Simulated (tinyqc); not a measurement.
Worked calculation: UHF in the sto-3g basis, for H4+, spin multiplicity 2. One step of it, computed by the program tinyqc.

Task: Iteration 3: building the Fock matrix. J_ij = sum D_kl (ij|kl) with D = D(alpha) + D(beta), K_ij = sum D_kl (ik|jl) for each spin; F = H + J - K(s); E = tr D H + tr D J / 2 - 0.5 sum_s tr D(s) K(s) + E_nn.

D(alpha) after iteration 2, order 1H 1s, 2H 1s, 3H 1s, 4H 1s:
```
[[0.315073, 0.315073, -0.041059, -0.041059],
 [0.315073, 0.315073, -0.041059, -0.041059],
 [-0.041059, -0.041059, 0.315073, 0.315073],
 [-0.041059, -0.041059, 0.315073, 0.315073]]
```

D(beta) after iteration 2, order 1H 1s, 2H 1s, 3H 1s, 4H 1s:
```
[[0.137007, 0.137007, 0.137007, 0.137007],
 [0.137007, 0.137007, 0.137007, 0.137007],
 [0.137007, 0.137007, 0.137007, 0.137007],
 [0.137007, 0.137007, 0.137007, 0.137007]]
```

core Hamiltonian H = T + V (hartree), order 1H 1s, 2H 1s, 3H 1s, 4H 1s:
```
[[-1.587072, -1.196355, -0.238414, -0.191236],
 [-1.196355, -1.587072, -0.191236, -0.238414],
 [-0.238414, -0.191236, -1.587072, -1.196355],
 [-0.191236, -0.238414, -1.196355, -1.587072]]
```

Two-electron integrals (ij|kl) in chemists' order, unique and non-zero (hartree):
```
(11|11) 0.774606   (21|11) 0.405473   (21|21) 0.253527   (22|11) 0.543994
(22|21) 0.405473   (22|22) 0.774606   (31|11) 0.055743   (31|21) 0.031664
(31|22) 0.046172   (31|31) 0.007303   (32|11) 0.039041   (32|21) 0.025024
(32|22) 0.041066   (32|31) 0.005280   (32|32) 0.004200   (33|11) 0.263567
(33|21) 0.158142   (33|22) 0.244680   (33|31) 0.055743   (33|32) 0.041066
(33|33) 0.774606   (41|11) 0.041066   (41|21) 0.025024   (41|22) 0.039041
(41|31) 0.005280   (41|32) 0.004153   (41|33) 0.039041   (41|41) 0.004200
(42|11) 0.046172   (42|21) 0.031664   (42|22) 0.055743   (42|31) 0.006116
(42|32) 0.005280   (42|33) 0.046172   (42|41) 0.005280   (42|42) 0.007303
(43|11) 0.158142   (43|21) 0.098549   (43|22) 0.158142   (43|31) 0.031664
(43|32) 0.025024   (43|33) 0.405473   (43|41) 0.025024   (43|42) 0.031664
(43|43) 0.253527   (44|11) 0.244680   (44|21) 0.158142   (44|22) 0.263567
(44|31) 0.046172   (44|32) 0.039041   (44|33) 0.543994   (44|41) 0.041066
(44|42) 0.055743   (44|43) 0.405473   (44|44) 0.774606
```

nuclear repulsion = 2.32579106 hartree

Give: Coulomb J; exchange K(alpha); exchange K(beta); F(alpha); F(beta); total energy of this density.

Result:

Coulomb J (hartree), order 1H 1s, 2H 1s, 3H 1s, 4H 1s:
```
[[1.370, 0.850, 0.154, 0.121],
 [0.850, 1.370, 0.121, 0.154],
 [0.154, 0.121, 1.370, 0.850],
 [0.121, 0.154, 0.850, 1.370]]
```

exchange K(alpha) (hartree), order 1H 1s, 2H 1s, 3H 1s, 4H 1s:
```
[[0.574, 0.502, 0.067, 0.063],
 [0.502, 0.574, 0.063, 0.067],
 [0.067, 0.063, 0.574, 0.502],
 [0.063, 0.067, 0.502, 0.574]]
```

exchange K(beta) (hartree), order 1H 1s, 2H 1s, 3H 1s, 4H 1s:
```
[[0.297, 0.262, 0.137, 0.133],
 [0.262, 0.297, 0.133, 0.137],
 [0.137, 0.133, 0.297, 0.262],
 [0.133, 0.137, 0.262, 0.297]]
```

F(alpha) (hartree), order 1H 1s, 2H 1s, 3H 1s, 4H 1s:
```
[[-0.790, -0.848, -0.151, -0.133],
 [-0.848, -0.790, -0.133, -0.151],
 [-0.151, -0.133, -0.790, -0.848],
 [-0.133, -0.151, -0.848, -0.790]]
```

F(beta) (hartree), order 1H 1s, 2H 1s, 3H 1s, 4H 1s:
```
[[-0.514, -0.609, -0.222, -0.203],
 [-0.609, -0.514, -0.203, -0.222],
 [-0.222, -0.203, -0.514, -0.609],
 [-0.203, -0.222, -0.609, -0.514]]
```

total energy of this density = -1.70660 hartree
